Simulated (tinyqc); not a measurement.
UHF in the 6-31g basis, for H4, spin multiplicity 3, step by step. One step of it, computed by the program tinyqc.

Question. Iteration 2: DIIS coefficients. Solve [B -1; -1 0][c; lambda] = [0; -1] for the coefficients, which sum to one.

B (overlaps of the stored error matrices):
```
               1              2
1  1.6657811e+00  3.2976270e-01
2  3.2976270e-01  1.2212074e-01
```

Give: DIIS coefficients.

Answer.

DIIS coefficients: -0.1840  1.1840
